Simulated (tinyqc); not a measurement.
Effective mass of the conduction band from tabulated energies, step by step. Values are carried at full precision from step to step, so a last printed digit may differ when a step is redone from the rounded ones.

c = hbar^2/2m0. A uniform scatter of up to 0.3 meV has been added to mimic numerical noise.
Constants: hbar^2/2m0 = 3.80998211 eV angstrom^2; kB = 8.617333262e-05 eV/K.

Values chosen for the exercise (out of a larger set: band of an eight-band Kane model near GaAs; not measured data): T = 300 K (temperature).

## Finite differences

Energies along [110], from the band edge:
```
k (1/angstrom)   E (meV)
0.00000           0.0000
0.00940           4.9222
0.01880          19.2636
0.02820          43.3835
0.03760          74.8248
0.04700         114.2968
0.05640         159.4051
0.06580         209.8790
0.07520         264.8626
```

reference mass (curvature of the model at k = 0.0001 1/angstrom) = 0.06820 m0

The band is even in k. m = c k^2/E(k) from the points 1, 2, 4 (k = 0 is point 0); Richardson from points 1 and 2: c/m = [16 E(k1) - E(k2)]/(12 k1^2).

m from points 1, 2, 4 (m0): [0.06839, 0.06990, 0.07199]

m by Richardson = 0.06791 m0

Errors against the reference: +0.28, +2.50 and +5.55 % and -0.43 %. The extrapolation does not help: a scatter of 0.3 meV is 6 % of the first energy, and the formula weights that point by 4/3.

## Least squares over all points

Fit E = a k^2 (a = sum k^2 E/sum k^4), then E = a k^2 + b k^4 from the normal equations; E in eV; m = c/a.

sums of k^4, k^6, k^8: [6.8487e-05, 3.0835e-07, 1.5047e-09]

sums of k^2 E, k^4 E: [0.0033136, 1.4755e-05]

a, one term = 48.382 eV angstrom^2

a and b, two terms: [54.72, -1408]

m, one and two terms (m0): [0.07875, 0.06963]

The parabola over all points errs by +15.5 % because the weights k^4 favour the outer points; the second term brings the error to +2.1 %.

## The non-parabolic form

E (1 + alpha E) = c k^2/m means that y = c k^2/E is a straight line in E with intercept m and slope m alpha. Fit the line by unweighted least squares over points 1 to 8, E in eV.

y (m0): [0.06839, 0.06990, 0.06984, 0.07199, 0.07364, 0.07603, 0.07860, 0.08135]

m = 0.06826 m0
alpha = 0.718 1/eV

The intercept errs by +0.09 %. With this scatter so small an error is partly luck. The model has Eg = 1.54 eV, and for two bands alpha is near 1/Eg = 0.65 1/eV.

## Which mass for which use

From the fitted m and alpha: momentum mass at energy E, m (1 + 2 alpha E); curvature mass m (1 + 2 alpha E)^3; thermal factors to first order in alpha kT: density of states Nc (1 + 15 alpha kT/4), conductivity mass m (1 + 5 alpha kT). Take E = 3 kT/2.

alpha kT = 0.0186
momentum mass = 0.07206 m0
curvature mass = 0.08031 m0
factor on Nc = 1.0696
thermal conductivity mass = 0.07459 m0

alpha kT is small, so first order serves.

## Checks

- Two-term fit by normal equations against a least-squares routine: both 54.7214.

Program tinyqc; command `OMP_NUM_THREADS=1 python tinyqc.py 1850654 1850655 out.jsonl`; about 0.01 s on one thread of a shared Intel(R) Xeon(R) Processor @ 2.30GHz.
